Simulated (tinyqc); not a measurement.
Epitaxial growth on a vicinal surface: Burton-Cabrera-Frank step flow, step-edge barrier and island nucleation. Changing the step-edge barrier E_s. Computed by tinyqc, a small Python program. Command: `OMP_NUM_THREADS=1 python tinyqc.py 3020394 3020395 out.jsonl stepflow sweep`. One thread of a shared host (Intel(R) Xeon(R) Processor @ 2.30GHz), about 0.02 s of CPU time with the checks.

Adatoms land at rate F, hop on a square grid (a simplification for hexagonal faces), desorb, or join steps. Lengths are in units of a and n is the adatom coverage. Steps ascend at x = 0 and descend at x = l.

Inputs (values chosen for the exercise, close to those used for Si(001)):

| quantity | value | unit |
|---|---|---|
| site spacing a | 3.84 | angstrom |
| step height h | 1.36 | angstrom |
| diffusion barrier E_d | 0.754 | eV |
| desorption energy E_a | 2.89 | eV |
| adatom formation energy E_f | 1.25 | eV |
| attempt frequency nu | 10 | THz |
| deposition rate F | 0.025 | layers/s |
| miscut angle | 0.1 | degrees |
| temperature T | 560 | C |
| critical nucleus size i | 1 | - |

Constants: k_B = 8.617333262e-05 eV/K.

Method:
- D = nu exp(-E_d/(k_B T)) (a^2/s, nu counted per direction); tau = exp(E_a/(k_B T))/nu; x_s = sqrt(D tau); n_eq = exp(-E_f/(k_B T)); terrace width l = h/(a tan(miscut)); Schwoebel length l_s = exp(E_s/(k_B T)) - 1.
- Temperatures in kelvin are T(C) + 273.15.
- D n'' - n/tau + F = 0 with n(0) = n_eq and -l_s n'(l) = n(l) - n_eq. With u = n - F tau, A = n_eq - F tau, y = l/x_s, s = l_s/x_s: u = A cosh(x/x_s) + B sinh(x/x_s), B = A (1 - cosh y - s sinh y)/(sinh y + s cosh y). Flux into the ascending step J+ = D B/x_s, over the descending one J- = -(D/x_s)(A sinh y + B cosh y); step velocity J+ + J-; growth rate (J+ + J-)/l. For small y: J+ + J- = (F - n_eq/tau) l, J-/J+ = l/(l + 2 l_s).
- The coverage peaks where n' = 0, tanh(x/x_s) = -B/A.

One run for each value:

| step-edge barrier E_s (eV) | J- (atoms per step site and s) | J+ (atoms per step site and s) | peak coverage | position of the peak (a) | Schwoebel length l_s (a) |
|---|---|---|---|---|---|
| 0.00 | 2.5365 | 2.5365 | 4.9574e-07 | 101.46 | 0 |
| 0.05 | 2.5240 | 2.5490 | 5.0037e-07 | 101.96 | 1.0066e+00 |
| 0.10 | 2.4993 | 2.5738 | 5.0960e-07 | 102.95 | 3.0263e+00 |
| 0.15 | 2.4510 | 2.6220 | 5.2784e-07 | 104.88 | 7.0790e+00 |
| 0.20 | 2.3596 | 2.7134 | 5.6332e-07 | 108.54 | 1.5211e+01 |
| 0.30 | 1.9264 | 3.1467 | 7.4811e-07 | 125.87 | 6.4271e+01 |
| 0.40 | 1.1076 | 3.9655 | 1.1720e-06 | 158.62 | 2.6180e+02 |
| 0.50 | 0.4085 | 4.6646 | 1.6111e-06 | 186.58 | 1.0571e+03 |

Describe and explain the trends.

Over the rows, J- (atoms per step site and s) falls from 2.54 to 0.408; J+ (atoms per step site and s) rises from 2.54 to 4.66; peak coverage rises from 4.96e-7 to 1.61e-6. The barrier matters once l_s is comparable with l; in the limit the descending step reflects, the peak moves to x = l and the excess coverage is four times as large when desorption is weak.

Caution (all rows): twice the distance from the ascending step to the coverage peak exceeds the expected island spacing [0.25 (F/D)^(i/(i+2)) exp(E_i/((i+2) k_B T))]^(-1/2) by 40 % or more, so islands nucleate and the step-flow values are formal.

Extremes, crossings and ranges named in words are read from the listed rows.
